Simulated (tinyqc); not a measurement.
Inside a calculation. Method: CCD on RHF in the sto-3g basis, for H2, spin multiplicity 1. Computed by tinyqc, a small Python program that keeps every step (integrals from PySCF). Settings: charge = 0, multiplicity = 1, basis = sto-3g, method = RHF, energy threshold = 1e-10, iteration cap = 88, orthogonalisation = symmetric, start = Wolfsberg-Helmholz matrix, DIIS depth = 6, amplitude equations = CCD, DIIS depth for amplitudes = 0, cap on updates = 75. Command: `OMP_NUM_THREADS=1 python tinyqc.py 22154 22155 out.jsonl` (the two numbers bound the seeds that draw the settings). One thread of a shared host (Intel(R) Xeon(R) Processor @ 2.60GHz), about 0.05 s of CPU time with the checks. The early iterations of the SCF are left out here.

## One-electron integrals

Geometry (angstrom):
```
atom,x,y,z
H,0.000000,0.000000,0.000000
H,0.000000,0.000000,0.666000
```

Basis sto-3g: exponents (1/bohr^2) and contraction coefficients of normalised primitives:
```
element,l (shell),exponent,coefficient
H,s (1),3.425251,0.154329
H,s (1),0.623914,0.535328
H,s (1),0.168855,0.444635
```

Overlap, kinetic and nuclear-attraction integrals over the contracted functions; the nuclear repulsion is the sum of Za Zb / Rab.

nuclear repulsion = 0.79456038 hartree

overlap S:
```
,1H 1s,2H 1s
1H 1s,1.000000,0.708385
2H 1s,0.708385,1.000000
```

kinetic energy T (hartree):
```
,1H 1s,2H 1s
1H 1s,0.760032,0.283542
2H 1s,0.283542,0.760032
```

nuclear attraction V (hartree):
```
,1H 1s,2H 1s
1H 1s,-1.931514,-1.331703
2H 1s,-1.331703,-1.931514
```

core Hamiltonian H = T + V (hartree):
```
,1H 1s,2H 1s
1H 1s,-1.171482,-1.048161
2H 1s,-1.048161,-1.171482
```

## Two-electron integrals

Functions are numbered as in S; the eight-fold symmetry (ij|kl) = (ji|kl) = (kl|ij) leaves the list below.

Two-electron integrals (ij|kl) in chemists' order, unique and non-zero (hartree):
```
i,j,k,l,(ij|kl)
1,1,1,1,0.774606
2,1,1,1,0.487500
2,1,2,1,0.349168
2,2,1,1,0.598081
2,2,2,1,0.487500
2,2,2,2,0.774606
```

## Orthogonalisation

S = U s U^T; symmetric (Loewdin) form X = U s^(-1/2) U^T, so that X^T S X = 1.

eigenvalues of S: 0.291615  1.708385

X:
```
,1H 1s,2H 1s
1H 1s,1.308443,-0.543363
2H 1s,-0.543363,1.308443
```

## Iteration 2 (converged): orbitals

converged F (hartree):
```
,1H 1s,2H 1s
1H 1s,-0.411525,-0.631269
2H 1s,-0.631269,-0.411525
```

Diagonalise F' = X^T F X, C = X C', fill 1 alpha and 1 beta electrons from the bottom; D = 2 C_occ C_occ^T. Each column has its largest component positive (the first on a tie).

F' = X^T F X (hartree):
```
,1,2
1,0.071572,-0.681969
2,-0.681969,0.071572
```

orbital energies (hartree): MO1 -0.610398, MO2 0.753541

coefficients C:
```
,MO1,MO2
1H 1s,0.540994,1.309424
2H 1s,0.540994,-1.309424
```

D after iteration 2:
```
,1H 1s,2H 1s
1H 1s,0.585348,0.585348
2H 1s,0.585348,0.585348
```

## Convergence

Stop when the energy changes by less than 1e-10 hartree and every element of the error matrix X^T (F D S - S D F) X is below 3e-06.

Course of the cycle:
```
iteration,E (hartree),change,largest element of the error matrix
1,-1.11510068,-,2.22e-16
2,-1.11510068,-4.44e-16,9.44e-16
```

PySCF RHF in the same basis = -1.11510068 hartree

Converged in 2 iterations.

## Integrals over molecular orbitals

(pq|rs) = sum C_ip C_jq C_kr C_ls (ij|kl), one index at a time.

one-electron integrals over orbitals h = C^T H C (hartree):
```
,1,2
1,-1.299263,0.000000
2,0.000000,-0.422893
```

Two-electron integrals over orbitals (pq|rs), unique and non-zero (hartree):
```
p,q,r,s,(pq|rs)
1,1,1,1,0.688866
2,1,2,1,0.177167
2,2,1,1,0.676800
2,2,2,2,0.711580
```

## CCD: starting amplitudes

t_ij^ab = <ij||ab> / (e_i + e_j - e_a - e_b), whose energy is MP2.

Starting amplitudes (spin orbitals 1a, 1b, ...; amplitudes related by a flip of all spins are not repeated):
```
from,to,t
1a 1b,2a 2b,-0.064947
```

correlation energy = -0.01150641 hartree

## CCD: amplitude update 1

t_ij^ab D_ij^ab are set to the remaining terms of the spin-orbital equations, evaluated with the old amplitudes; for the doubles these are <ij||ab> + 1/2 <ab||ef> t_ij^ef + 1/2 <mn||ij> t_mn^ab + P(ij)P(ab) <mb||ej> t_im^ae + terms in t^2, D the orbital-energy denominators.

Amplitudes after update 1 (spin orbitals 1a, 1b, ...; amplitudes related by a flip of all spins are not repeated):
```
from,to,t
1a 1b,2a 2b,-0.087349
```

correlation energy = -0.01547526 hartree

## CCD: amplitude update 2

As before.

Amplitudes after update 2 (spin orbitals 1a, 1b, ...; amplitudes related by a flip of all spins are not repeated):
```
from,to,t
1a 1b,2a 2b,-0.094948
```

correlation energy = -0.01682171 hartree

## CCD: amplitude update 3

As before.

Amplitudes after update 3 (spin orbitals 1a, 1b, ...; amplitudes related by a flip of all spins are not repeated):
```
from,to,t
1a 1b,2a 2b,-0.097512
```

correlation energy = -0.01727587 hartree

## CCD: convergence

E_corr = 1/4 sum <ij||ab> t_ij^ab; stop when the norm of the change is below 1e-8.

Course of the amplitude iterations:
```
update,correlation energy (hartree),norm of the change
0,-0.01150641,-
1,-0.01547526,4.48e-02
2,-0.01682171,1.52e-02
3,-0.01727587,5.13e-03
4,-0.01742876,1.73e-03
5,-0.01748019,5.81e-04
6,-0.01749749,1.95e-04
7,-0.01750331,6.57e-05
8,-0.01750527,2.21e-05
9,-0.01750593,7.43e-06
10,-0.01750615,2.50e-06
11,-0.01750622,8.40e-07
12,-0.01750625,2.83e-07
13,-0.01750626,9.50e-08
14,-0.01750626,3.20e-08
15,-0.01750626,1.07e-08
16,-0.01750626,3.61e-09
```

Converged amplitudes (spin orbitals 1a, 1b, ...; amplitudes related by a flip of all spins are not repeated):
```
from,to,t
1a 1b,2a 2b,-0.098812
```

CCD total energy = -1.13260694 hartree

Converged in 16 updates.
